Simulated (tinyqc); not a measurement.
From dry film back to evaporation rate at 1000 rpm e0: spin coating of a resist or spin-on film: centrifugal thinning, evaporation and the final thickness (Emslie and Meyerhofer models). Computed by tinyqc, a small Python program. Command: `OMP_NUM_THREADS=1 python tinyqc.py 3114319 3114320 out.jsonl spincoat inv`. One thread of a shared host (Intel(R) Xeon(R) Processor @ 2.30GHz), about 0.3 s of CPU time with the checks.

A Newtonian film stays uniform over the wafer; solvent and solids have the same density and the concentration is uniform through the thickness.

Inputs (values chosen for the exercise, of the order of those of a polymer resist in an ester solvent): solids volume fraction c0 = 0.12; kinematic viscosity of the solvent nu_s = 2.1 mm^2/s; viscosity constant k = 4100 mm^2/s; viscosity exponent gamma = 2.8; spin speed f = 1000 rpm; starting thickness h0 = 300 micrometre; shrinkage in the bake = 3.5 %.

Method:
- omega = 2 pi f/60; nu(c) = nu_s + k c^gamma; evaporation rate e = e0 sqrt(f/1000 rpm).
- Full model for solids s and liquid l per area, h = s + l, c = s/h: ds/dt = -c Q, dl/dt = -(1 - c) Q - e, Q = 2 omega^2 h^3/(3 nu(c)); integrated adaptively (relative tolerance 1e-9) until l = 0.
- Dry film = s at l = 0, before the bake; film after the bake = s x (1 - shrinkage).

Question. A run gave the result below. Find the evaporation rate at 1000 rpm e0, known to lie between 0.09 and 0.2 micrometre/s.

dry film = 886.1852 nm

Answer.

Each step takes the trial c = (a f_b - b f_a)/(f_b - f_a), f being the result less the target and a, b, c the logarithms of the listed values; c replaces end b, the old b replaces a if the sign of f changed, and otherwise f_a is halved.

Scan of the range:
```
evaporation rate at 1000 rpm e0 (micrometre/s)  dry film (nm)
0.090                                                  795.12
0.103                                                  831.70
0.117                                                  867.79
0.134                                                  907.93
0.153                                                  948.96
0.175                                                  992.42
0.200                                                 1037.59
```

False position (Illinois rule, in the logarithm of the input) inside the bracket:
```
step     end a     end b     trial  dry film (nm)
1     0.117000  0.134000  0.124505        885.960
2     0.134000  0.124505  0.124599        886.182
3     0.134000  0.124599  0.124601        886.188
4     0.124599  0.124601  0.124600        886.185
```

dry film rises at every point of a 13-point scan of the range (every second point is shown), so one value fits; it is bracketed by 0.117 and 0.134. Answer: evaporation rate at 1000 rpm e0 = 0.1246 micrometre/s.
